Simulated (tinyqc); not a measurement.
Worked calculation: plane-wave Kohn-Sham cycle with exchange-only LDA in a layered model solid. Computed by tinyqc, a small Python program that keeps every step. Settings: points = 16, plane-wave index or count = 2, electrons = 4, k points = 3, area = 27.0, mixing = 0.5, iteration cap = 76, Kerker q0 = 1.26. Command: `OMP_NUM_THREADS=1 python tinyqc.py 25305 25306 out.jsonl` (the two numbers bound the seeds that draw the settings). One thread of a shared host (Intel(R) Xeon(R) Processor @ 2.60GHz), about 0.02 s of CPU time with the checks. Later iterations appear only in the table of the cycle.

## Iteration 1: potential

A solid whose potential varies along x alone (atomic units):
```
parameter                      value
period a                   16.400000
cross-section of the cell  27.000000
electrons per cell                 4
grid points                       16
plane waves -n..n, n               2
k points                           3
V1 in V1 cos(2 pi x/a)     -0.780000
V2 in V2 cos(4 pi x/a)     -0.090000
```

density at the start, on the grid x_j = j a/N (e/bohr^3): [0.00903342, 0.00903342, 0.00903342, 0.00903342, 0.00903342, 0.00903342, 0.00903342, 0.00903342, 0.00903342, 0.00903342, 0.00903342, 0.00903342, 0.00903342, 0.00903342, 0.00903342, 0.00903342]

V_H(G) = 4 pi rho(G)/G^2 for G != 0 (uniform background); v_x = -(3 rho/pi)^(1/3); V = V_ext + V_H + v_x; Fourier components f(G_m) = (1/N) sum_j f(x_j) exp(-i G_m x_j).

Potentials on the grid (hartree):
```
x              V_ext       V_H        v_x          V
0.000000   -0.870000  0.000000  -0.205088  -1.075088
1.025000   -0.784266  0.000000  -0.205088  -0.989354
2.050000   -0.551543  0.000000  -0.205088  -0.756632
3.075000   -0.234853  0.000000  -0.205088  -0.439942
4.100000    0.090000  0.000000  -0.205088  -0.115088
5.125000    0.362133  0.000000  -0.205088   0.157044
6.150000    0.551543  0.000000  -0.205088   0.346455
7.175000    0.656986  0.000000  -0.205088   0.451898
8.200000    0.690000  0.000000  -0.205088   0.484912
9.225000    0.656986  0.000000  -0.205088   0.451898
10.250000   0.551543  0.000000  -0.205088   0.346455
11.275000   0.362133  0.000000  -0.205088   0.157044
12.300000   0.090000  0.000000  -0.205088  -0.115088
13.325000  -0.234853  0.000000  -0.205088  -0.439942
14.350000  -0.551543  0.000000  -0.205088  -0.756632
15.375000  -0.784266  0.000000  -0.205088  -0.989354
```

V(G_m), m = 0, 1, 2, ... (hartree): [-0.205088, -0.390000, -0.045000, 0.000000, 0.000000]

## Iteration 1: Hamiltonian at one k

k = 0.000000 2 pi / a

H(m,m') = (k + G_m)^2/2 delta + V(G_m - G_m'), with V(-G) = V(G).

H (hartree), order -2, -1, +0, +1, +2:
$$\begin{pmatrix}
0.088475 & -0.390000 & -0.045000 & 0.000000 & 0.000000 \\
-0.390000 & -0.131698 & -0.390000 & -0.045000 & 0.000000 \\
-0.045000 & -0.390000 & -0.205088 & -0.390000 & -0.045000 \\
0.000000 & -0.045000 & -0.390000 & -0.131698 & -0.390000 \\
0.000000 & 0.000000 & -0.045000 & -0.390000 & 0.088475
\end{pmatrix}$$

## Iteration 1: levels at that k

Diagonalise the Hermitian matrix.

eigenvalues (hartree): [-0.855051, -0.398825, 0.043255, 0.400603, 0.518485]

## Iteration 1: new density

Motion across x is left out: the lowest 2 band(s) hold two electrons at each of the k points (j + 1/2)/nk - 1/2. Residual R = rho(out) - rho(in); rho(new) = rho(in) + 0.5 R, with R(G) scaled by G^2/(G^2 + 1.26^2) (Kerker). rho(out) = 2/(a A nk) sum |psi|^2 with psi = sum c exp(i G x). Harris energy E = band energy - dV sum rho (V_H/2 + v_x) + (3/4) dV sum rho v_x with rho(in), dV = a A/N, band energy = (2/nk) sum of the filled levels.

rho(out) (e/bohr^3): [0.01975939, 0.02086898, 0.02046705, 0.01427180, 0.00565671, 0.00078942, 0.00010262, 0.00020350, 0.00005525, 0.00020350, 0.00010262, 0.00078942, 0.00565671, 0.01427180, 0.02046705, 0.02086898]

density after iteration 1 (e/bohr^3): [0.00894372, 0.00951273, 0.01013471, 0.00950399, 0.00837320, 0.00815714, 0.00867880, 0.00895984, 0.00895024, 0.00895984, 0.00867880, 0.00815714, 0.00837320, 0.00950399, 0.01013471, 0.00951273]

energy per cell = -2.28979766 hartree

## Iteration 2: potential

As before.

Potentials on the grid (hartree):
```
x              V_ext        V_H        v_x          V
0.000000   -0.870000   0.043160  -0.204407  -1.031248
1.025000   -0.784266   0.043047  -0.208653  -0.949872
2.050000   -0.551543   0.036533  -0.213105  -0.728115
3.075000   -0.234853   0.017007  -0.208589  -0.426436
4.100000    0.090000  -0.008138  -0.199965  -0.118103
5.125000    0.362133  -0.025691  -0.198230   0.138212
6.150000    0.551543  -0.032538  -0.202369   0.316636
7.175000    0.656986  -0.034363  -0.204530   0.418093
8.200000    0.690000  -0.034874  -0.204457   0.450669
9.225000    0.656986  -0.034363  -0.204530   0.418093
10.250000   0.551543  -0.032538  -0.202369   0.316636
11.275000   0.362133  -0.025691  -0.198230   0.138212
12.300000   0.090000  -0.008138  -0.199965  -0.118103
13.325000  -0.234853   0.017007  -0.208589  -0.426436
14.350000  -0.551543   0.036533  -0.213105  -0.728115
15.375000  -0.784266   0.043047  -0.208653  -0.949872
```

V(G_m), m = 0, 1, 2, ... (hartree): [-0.204984, -0.369953, -0.043051, -0.000505, 0.000386]

## Iteration 2: Hamiltonian at one k

k = 0.000000 2 pi / a

As before.

H (hartree), order -2, -1, +0, +1, +2:
$$\begin{pmatrix}
0.088579 & -0.369953 & -0.043051 & -0.000505 & 0.000386 \\
-0.369953 & -0.131593 & -0.369953 & -0.043051 & -0.000505 \\
-0.043051 & -0.369953 & -0.204984 & -0.369953 & -0.043051 \\
-0.000505 & -0.043051 & -0.369953 & -0.131593 & -0.369953 \\
0.000386 & -0.000505 & -0.043051 & -0.369953 & 0.088579
\end{pmatrix}$$

## Iteration 2: levels at that k

As before.

eigenvalues (hartree): [-0.818610, -0.380044, 0.040031, 0.379695, 0.487915]

## Iteration 2: new density

As before.

rho(out) (e/bohr^3): [0.01968939, 0.02080339, 0.02043702, 0.01431106, 0.00573247, 0.00082929, 0.00009306, 0.00018995, 0.00005291, 0.00018995, 0.00009306, 0.00082929, 0.00573247, 0.01431106, 0.02043702, 0.02080339]

density after iteration 2 (e/bohr^3): [0.00901736, 0.00998235, 0.01102128, 0.00989227, 0.00787654, 0.00742858, 0.00830433, 0.00883050, 0.00884573, 0.00883050, 0.00830433, 0.00742858, 0.00787654, 0.00989227, 0.01102128, 0.00998235]

energy per cell = -2.18258303 hartree

## Convergence

Stop when sqrt(dV sum R^2) is below 1e-8, dV = a A/N.

Course of the cycle:
```
iteration  E (hartree)  norm of the residual
1          -2.28979766              1.87e-01
2          -2.18258303              1.77e-01
3          -2.08500292              1.68e-01
4          -1.99625182              1.59e-01
5          -1.91555438              1.52e-01
6          -1.84220323              1.44e-01
7          -1.77556271              1.37e-01
8          -1.71506256              1.31e-01
9          -1.66018973              1.24e-01
10         -1.61048079              1.18e-01
11         -1.56551549              1.13e-01
...                ...                   ...
66         -1.24429844              3.83e-05
67         -1.24429844              3.19e-05
68         -1.24429844              2.66e-05
69         -1.24429843              2.22e-05
70         -1.24429843              1.86e-05
71         -1.24429843              1.55e-05
72         -1.24429843              1.29e-05
73         -1.24429843              1.08e-05
74         -1.24429843              9.01e-06
75         -1.24429843              7.53e-06
76         -1.24429843              6.29e-06
```

Not converged within 76 iterations: the residual falls steadily but slowly, by a factor of about 0.83 a step. Reruns (cap 100 unless said): mixing 0.1: not converged; mixing 0.5, Kerker q0 1.0: converged in 75 (E = -1.24430); mixing 0.3, Pulay depth 5: converged in 28 (E = -1.24430); the original settings with a cap of 400: converged in 113 (E = -1.24430).
